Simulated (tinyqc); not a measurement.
Starting guesses with DIIS over 6 matrices: SCF starting guesses in the 6-31g basis, for H2+, spin multiplicity 2. Computed by the program tinyqc with PySCF. UHF with one setting changed at a time; a run stops when the energy changes by less than 1e-09 hartree and the error matrix is below 1e-5. Starts: the lowest orbitals of the core Hamiltonian, of the Wolfsberg-Helmholz matrix (K = 1.75), projected atomic densities, random orbitals, and the highest orbitals of the core Hamiltonian (a deliberately bad start).

Geometry (angstrom):
```
atom,x,y,z
H,0.0000,0.0000,0.0000
H,0.0000,0.0000,0.9320
```

lowest solution found by these runs and by PySCF with stability checks = -0.581755 hartree

Largest element of the error matrix X^T (FDS - SDF) X:
```
iteration,core,Wolfsberg-Helmholz,atomic densities,random,highest core orbitals
1,8.6e-16,1.1e-01,8.3e-02,1.7e-01,9.1e-16
2,1.2e-15,2.9e-02,2.3e-02,9.0e-02,2.1e-02
3,-,8.2e-16,5.5e-04,2.8e-02,2.1e-02
4,-,6.9e-16,1.0e-15,4.1e-03,2.1e-02
5,-,-,6.9e-16,7.7e-05,2.1e-02
6,-,-,-,1.6e-06,2.1e-02
8,-,-,-,-,5.6e-03
10,-,-,-,-,1.4e-15
```

How each run ends:
```
run,iterations,E (hartree),state
core,2,-0.581755,lowest found
Wolfsberg-Helmholz,4,-0.581755,lowest found
atomic densities,5,-0.581755,lowest found
random,7,-0.581755,lowest found
highest core orbitals,10,-0.581755,lowest found
```

What does the comparison show, and why?

5 of 5 runs reach the lowest solution found, in 2 to 10 iterations (fastest: core). The first errors are 9e-16, 1e-01, 8e-02, 2e-01, 9e-16.
